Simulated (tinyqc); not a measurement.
Worked calculation: RHF in the sto-3g basis, for BeH2, spin multiplicity 1. One step of it, computed by the program tinyqc.

Task: Iteration 2: building the Fock matrix. J_ij = sum D_kl (ij|kl), K_ij = sum D_kl (ik|jl); F = H + J - 0.5 K; E = tr D H + tr D J / 2 - 0.25 tr D K + E_nn.

D after iteration 1:
```
            1Be 1s     1Be 2s   1Be 2px    1Be 2py   1Be 2pz      2H 1s      3H 1s
1Be 1s    2.052678  -0.187846  0.000000   0.000543  0.000000  -0.179680  -0.179954
1Be 2s   -0.187846   0.748957  0.000000   0.000275  0.000000   0.485193   0.481439
1Be 2px   0.000000   0.000000  0.000000   0.000000  0.000000   0.000000   0.000000
1Be 2py   0.000543   0.000275  0.000000   0.518740  0.000000   0.434814  -0.432402
1Be 2pz   0.000000   0.000000  0.000000   0.000000  0.000000   0.000000   0.000000
2H 1s    -0.179680   0.485193  0.000000   0.434814  0.000000   0.680194  -0.048844
3H 1s    -0.179954   0.481439  0.000000  -0.432402  0.000000  -0.048844   0.671922
```

core Hamiltonian H = T + V (hartree):
```
            1Be 1s     1Be 2s    1Be 2px    1Be 2py    1Be 2pz      2H 1s      3H 1s
1Be 1s   -8.524919  -2.102969   0.000000   0.000341   0.000000  -0.308830  -0.324100
1Be 2s   -2.102969  -2.740226   0.000000   0.002291   0.000000  -0.908242  -0.933654
1Be 2px   0.000000   0.000000  -2.214020   0.000000   0.000000   0.000000   0.000000
1Be 2py   0.000341   0.002291   0.000000  -2.388434   0.000000  -1.024332   1.046626
1Be 2pz   0.000000   0.000000   0.000000   0.000000  -2.214020   0.000000   0.000000
2H 1s    -0.308830  -0.908242   0.000000  -1.024332   0.000000  -1.934515  -0.041871
3H 1s    -0.324100  -0.933654   0.000000   1.046626   0.000000  -0.041871  -1.952132
```

Two-electron integrals (ij|kl) in chemists' order, unique and non-zero (hartree):
```
(11|11) 2.298831    (21|11) 0.392036    (21|21) 0.079539    (22|11) 0.570988
(22|21) 0.143041    (22|22) 0.417683    (31|31) 0.014607    (32|31) 0.021888
(32|32) 0.092265    (33|11) 0.569578    (33|21) 0.143083    (33|22) 0.417589
(33|33) 0.449859    (41|41) 0.014607    (42|41) 0.021888    (42|42) 0.092265
(43|43) 0.024249    (44|11) 0.569578    (44|21) 0.143083    (44|22) 0.417589
(44|33) 0.401360    (44|44) 0.449859    (51|51) 0.014607    (52|51) 0.021888
(52|52) 0.092265    (53|53) 0.024249    (54|54) 0.024249    (55|11) 0.569578
(55|21) 0.143083    (55|22) 0.417589    (55|33) 0.401360    (55|44) 0.401360
(55|55) 0.449859    (61|11) 0.056038    (61|21) 0.011363    (61|22) 0.020616
(61|33) 0.020478    (61|41) 0.001000    (61|42) 0.001894    (61|44) 0.020903
(61|55) 0.020478    (61|61) 0.001701    (62|11) 0.155423    (62|21) 0.039610
(62|22) 0.128663    (62|33) 0.123559    (62|41) 0.005138    (62|42) 0.033362
(62|44) 0.138752    (62|55) 0.123559    (62|61) 0.006260    (62|62) 0.062670
(63|31) 0.003367    (63|32) 0.016392    (63|43) 0.005556    (63|63) 0.005239
(64|11) 0.174379    (64|21) 0.044932    (64|22) 0.152744    (64|33) 0.143753
(64|41) 0.008232    (64|42) 0.051512    (64|44) 0.170569    (64|55) 0.143753
(64|61) 0.007368    (64|62) 0.084014    (64|64) 0.115439    (65|51) 0.003367
(65|52) 0.016392    (65|54) 0.005556    (65|65) 0.005239    (66|11) 0.325707
(66|21) 0.084393    (66|22) 0.308423    (66|33) 0.286680    (66|41) 0.011916
(66|42) 0.102721    (66|44) 0.351604    (66|55) 0.286680    (66|61) 0.013565
(66|62) 0.196643    (66|64) 0.278129    (66|66) 0.774606    (71|11) 0.058808
(71|21) 0.011924    (71|22) 0.021635    (71|33) 0.021489    (71|41) -0.001049
(71|42) -0.001987   (71|44) 0.021938    (71|55) 0.021489    (71|61) 0.001632
(71|62) 0.005548    (71|64) 0.006108    (71|66) 0.011755    (71|71) 0.001873
(72|11) 0.160274    (72|21) 0.040833    (72|22) 0.132282    (72|33) 0.127061
(72|41) -0.005304   (72|42) -0.034196   (72|44) 0.142602    (72|55) 0.127061
(72|61) 0.005449    (72|62) 0.031186    (72|64) 0.034418    (72|66) 0.071481
(72|71) 0.006773    (72|72) 0.065694    (73|31) 0.003508    (73|32) 0.016988
(73|43) -0.005724   (73|63) 0.001972    (73|73) 0.005562    (74|11) -0.178799
(74|21) -0.046063   (74|22) -0.156225   (74|33) -0.147014   (74|41) 0.008515
(74|42) 0.052853    (74|44) -0.174485   (74|55) -0.147014   (74|61) -0.005961
(74|62) -0.034170   (74|64) -0.036926   (74|66) -0.078368   (74|71) -0.007934
(74|72) -0.087699   (74|74) 0.120107    (75|51) 0.003508    (75|52) 0.016988
(75|54) -0.005724   (75|65) 0.001972    (75|75) 0.005562    (76|11) 0.007044
(76|21) 0.001744    (76|22) 0.004949    (76|33) 0.004887    (76|41) 1.93e-06
(76|42) 0.000013    (76|44) 0.005071    (76|55) 0.004887    (76|61) 0.000252
(76|62) 0.001566    (76|64) 0.001884    (76|66) 0.003842    (76|71) 0.000264
(76|72) 0.001599    (76|74) -0.001909   (76|76) 0.000059    (77|11) 0.330094
(77|21) 0.085518    (77|22) 0.311627    (77|33) 0.289546    (77|41) -0.012214
(77|42) -0.104208   (77|44) 0.355492    (77|55) 0.289546    (77|61) 0.011340
(77|62) 0.070120    (77|64) 0.077394    (77|66) 0.164439    (77|71) 0.014443
(77|72) 0.201760    (77|74) -0.284415   (77|76) 0.003842    (77|77) 0.774606
```

nuclear repulsion = 2.79565206 hartree

Give: Coulomb J; exchange K; Fock matrix F; total energy of this density.

Result:

Coulomb J (hartree):
```
          1Be 1s   1Be 2s  1Be 2px  1Be 2py  1Be 2pz   2H 1s    3H 1s
1Be 1s    6.3073   1.2192   0.0000  -0.0004   0.0000  0.1756   0.1843
1Be 2s    1.2192   2.5714   0.0000  -0.0015   0.0000  0.8424   0.8656
1Be 2px   0.0000   0.0000   2.5047   0.0000   0.0000  0.0000   0.0000
1Be 2py  -0.0004  -0.0015   0.0000   2.6948   0.0000  1.0271  -1.0500
1Be 2pz   0.0000   0.0000   0.0000   0.0000   2.5047  0.0000   0.0000
2H 1s     0.1756   0.8424   0.0000   1.0271   0.0000  2.2475   0.0315
3H 1s     0.1843   0.8656   0.0000  -1.0500   0.0000  0.0315   2.2614
```

exchange K (hartree):
```
         1Be 1s   1Be 2s  1Be 2px  1Be 2py  1Be 2pz   2H 1s    3H 1s
1Be 1s   4.6239   0.8138   0.0000   0.0000   0.0000  0.1194   0.1253
1Be 2s   0.8138   0.8358   0.0000  -0.0045   0.0000  0.5126   0.5217
1Be 2px  0.0000   0.0000   0.1501   0.0000   0.0000  0.0000   0.0000
1Be 2py  0.0000  -0.0045   0.0000   0.8811   0.0000  0.5945  -0.6030
1Be 2pz  0.0000   0.0000   0.0000   0.0000   0.1501  0.0000   0.0000
2H 1s    0.1194   0.5126   0.0000   0.5945   0.0000  1.0622   0.0025
3H 1s    0.1253   0.5217   0.0000  -0.6030   0.0000  0.0025   1.0677
```

Fock matrix F (hartree):
```
          1Be 1s   1Be 2s  1Be 2px  1Be 2py  1Be 2pz    2H 1s    3H 1s
1Be 1s   -4.5295  -1.2907   0.0000   0.0000   0.0000  -0.1930  -0.2024
1Be 2s   -1.2907  -0.5867   0.0000   0.0030   0.0000  -0.3221  -0.3289
1Be 2px   0.0000   0.0000   0.2157   0.0000   0.0000   0.0000   0.0000
1Be 2py   0.0000   0.0030   0.0000  -0.1342   0.0000  -0.2945   0.2981
1Be 2pz   0.0000   0.0000   0.0000   0.0000   0.2157   0.0000   0.0000
2H 1s    -0.1930  -0.3221   0.0000  -0.2945   0.0000  -0.2181  -0.0116
3H 1s    -0.2024  -0.3289   0.0000   0.2981   0.0000  -0.0116  -0.2246
```

total energy of this density = -15.500828 hartree
